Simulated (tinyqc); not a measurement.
Gate sweep: gated graphene: carriers, quantum capacitance and optical conductivity.

Cones E = +/- hv |k|, four flavours, D(E) = 2|E|/(pi hv^2). n = (2/pi)(kT/hv)^2 F_1(mu/kT), p = (2/pi)(kT/hv)^2 F_1(-mu/kT), in 1/angstrom^2 (1e16 for 1/cm^2); F_1(eta) = integral_0^infinity x dx/(1 + exp(x - eta)). Cq/e^2 = d(n - p)/d mu = (2 kT/(pi hv^2)) ln(2 + 2 cosh(mu/kT)).

Gate: V = mu/e + e (n - p)/Cox with Cox/e^2 = k/(4 pi e2 t), t in angstrom, e2 = e^2/(4 pi eps0); 1/(eV angstrom^2) in C/e^2 equals 1602.176634 microfarad/cm^2; total 1/C = 1/Cox + 1/Cq.

Constants: kB = 8.617333262e-05 eV/K; e^2/(4 pi eps0) = 14.39964547 eV angstrom.

Values chosen for the exercise (Fermi velocity near that of graphene, gate dielectric near SiO2; the results hold for these values, not for the real material): hv = 6.81 eV angstrom (hbar vF); T = 300 K; k = 3.8 (dielectric constant of the gate layer); t = 285 nm (its thickness).

Results:

| V (V) | mu (eV) | n - p (1/cm^2) | n + p (1/cm^2) | Cq (microfarad/cm^2) | C/Cox | Cox V/e (1/cm^2) |
|---|---|---|---|---|---|---|
| 0 | 0.0000 | 0 | 1.51e+11 | 0.788 | 0.985 | 0 |
| 4.1 | 0.0502 | 2.98e+11 | 3.24e+11 | 1.26 | 0.991 | 3.02e+11 |
| 11 | 0.0978 | 8.03e+11 | 8.07e+11 | 2.18 | 0.995 | 8.11e+11 |
| 27 | 0.1631 | 1.98e+12 | 1.98e+12 | 3.59 | 0.997 | 1.99e+12 |
| 55 | 0.2379 | 4.04e+12 | 4.04e+12 | 5.23 | 0.998 | 4.05e+12 |
| 96 | 0.3171 | 7.05e+12 | 7.05e+12 | 6.97 | 0.998 | 7.07e+12 |
| 1.4e+02 | 0.3843 | 1.03e+13 | 1.03e+13 | 8.45 | 0.999 | 1.03e+13 |
| 2.1e+02 | 0.4720 | 1.54e+13 | 1.54e+13 | 10.4 | 0.999 | 1.55e+13 |
| 3.0e+02 | 0.5650 | 2.21e+13 | 2.21e+13 | 12.4 | 0.999 | 2.21e+13 |

What does the comparison show?

At neutrality n + p = 1.51e+11 1/cm^2 of thermal carriers remain and C/Cox = 0.985; at the last row C/Cox = 0.999 and the plain capacitor rule overstates n - p by 0.2 %. Between the last two rows mu goes as V^0.50; for |mu| well above kT the limits are 1/2 where Cox is small against Cq and 1 where it is large.

Program tinyqc; command `OMP_NUM_THREADS=1 python tinyqc.py 1681623 1681624 out.jsonl`; about 0.01 s on one thread of a shared Intel(R) Xeon(R) Processor @ 2.30GHz.
